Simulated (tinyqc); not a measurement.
Temperatures in a stack of 2 dies with leakage feedback: one step of the calculation.

One-dimensional heat flow to a sink below die 0. The power of each die is released in a plane at its top; from the plane of die j > 0 heat crosses its silicon (ts), a bond layer and the wiring of die j - 1; from die 0 it crosses t0, paste and sink. Copper shares the path through bond and wiring in parallel: k_eff = fm km + (1 - fm) k. Silicon is taken at the temperature of the plane above it. Leakage is P_l exp((T - 350 K)/Tl).

Task. Resistances per area at 300 K. R = thickness/conductivity for each layer.

Inputs (values chosen for the exercise); conductivities of the order met in silicon, wiring layers, bonds and pastes:
```
symbol  value      unit                                       meaning
k0        145   W/(m K)              conductivity of silicon at 300 K
ts        100        um                    thickness of a thinned die
t0        500        um         thickness of the die next to the sink
tb          7        um                thickness of the wiring layers
kb        3.1   W/(m K)             conductivity of the wiring layers
tg         10        um                     thickness of a bond layer
kg        1.2   W/(m K)           conductivity of the bond dielectric
fm        0.2            area share of copper through bond and wiring
km        390   W/(m K)                        conductivity of copper
Rt       0.12  K cm^2/W                                 paste and lid
Rs       0.89  K cm^2/W                                     heat sink
```

Give: thick die; thinned die; k_eff of the bond; k_eff of the wiring; bond plus wiring; paste plus sink.

Result.

thick die = 0.03448 K cm^2/W
thinned die = 0.006897 K cm^2/W
k_eff of the bond = 78.96 W/(m K)
k_eff of the wiring = 80.48 W/(m K)
bond plus wiring = 0.002136 K cm^2/W
paste plus sink = 1.010 K cm^2/W

Numbers from tinyqc (`OMP_NUM_THREADS=1 python tinyqc.py 2162165 2162166 out.jsonl`; about 0.03 s on one thread of a shared Intel Xeon 2.30GHz).
